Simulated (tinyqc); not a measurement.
Jacobi rotations on a symmetric matrix, step by step. Computed by tinyqc, a small Python program that keeps every step. Settings: method = jacobi. Command: `OMP_NUM_THREADS=1 python tinyqc.py 21016 21017 out.jsonl` (the two numbers bound the seeds that draw the settings). One thread of a shared host (Intel(R) Xeon(R) Processor @ 2.60GHz), about 0.01 s of CPU time with the checks.

## Jacobi rotation 1

A, lower triangle:
```
,1,2,3,4,5
1,0.6670
2,0.7060,0.6890
3,-0.0890,0.0260,1.0260
4,0.0340,0.4460,-0.8400,1.1270
5,-0.1540,0.6050,-0.3110,0.4960,1.2150
```

Take the largest off-diagonal element A_pq; tan 2 theta = 2 A_pq / (A_qq - A_pp) with |theta| <= pi/4; A' = J^T A J with J_pp = J_qq = cos, J_pq = sin, J_qp = -sin.

p, q, theta (rad): 3.0000  4.0000  -0.7554

A', lower triangle:
```
,1,2,3,4,5
1,0.6670
2,0.7060,0.6890
3,-0.0415,0.3247,0.2350
4,0.0858,0.3069,0.0000,1.9180
5,-0.1540,0.6050,0.1136,0.5743,1.2150
```

## Jacobi rotation 2

As before.

p, q, theta (rad): 1.0000  2.0000  0.7776

A', lower triangle:
```
,1,2,3,4,5
1,-0.0281
2,0.0000,1.3841
3,-0.2574,0.2023,0.2350
4,-0.1542,0.2788,0.0000,1.9180
5,-0.5342,0.3231,0.1136,0.5743,1.2150
```

## All rotations

The off-diagonal norm falls at every rotation.

Rotations:
```
step,p,q,theta,off-diagonal norm
1,3,4,-0.7554,1.70e+00
2,1,2,0.7776,1.37e+00
3,4,5,-0.5108,1.11e+00
4,2,4,0.3766,9.49e-01
5,1,5,-0.3517,7.72e-01
6,1,4,-0.1246,6.18e-01
7,1,3,-0.3523,5.56e-01
8,1,2,0.1471,4.53e-01
9,4,5,-0.1227,3.79e-01
10,3,4,0.0739,3.03e-01
11,3,5,0.1898,2.24e-01
...,...,...,...,...
23,2,3,0.0010,1.79e-03
24,2,5,0.0035,9.45e-04
25,1,4,-2.38e-04,7.32e-05
26,1,3,-8.30e-05,2.62e-05
27,3,5,2.34e-05,9.11e-06
28,4,5,3.83e-06,4.39e-06
29,1,2,1.71e-06,1.92e-06
30,2,4,1.16e-06,9.00e-08
31,2,3,5.88e-08,2.32e-08
32,3,4,5.89e-09,1.41e-08
33,1,5,7.50e-09,5.63e-12
```

eigenvalues: -0.3216  0.2611  1.0030  1.3070  2.4745
